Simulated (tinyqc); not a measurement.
From results to parameters: Hubbard dimer. Computed by the program tinyqc.

Problem. A two-site Hubbard model with two electrons has its ground state at (U - sqrt(U^2 + 16 t^2))/2, the triplet at 0 and the odd ionic singlet at U. Find t, U and the double occupancy per site.

singlet-triplet splitting = 2.150775 eV
gap from the ground state to the ionic odd singlet = 4.820775 eV

Solution. The difference of the two gaps is U and their product is 4 t^2; the double occupancy per site is (1 - U/sqrt(U^2 + 16 t^2))/4.

t, U (eV): 1.6100  2.6700
double occupancy per site = 0.1543
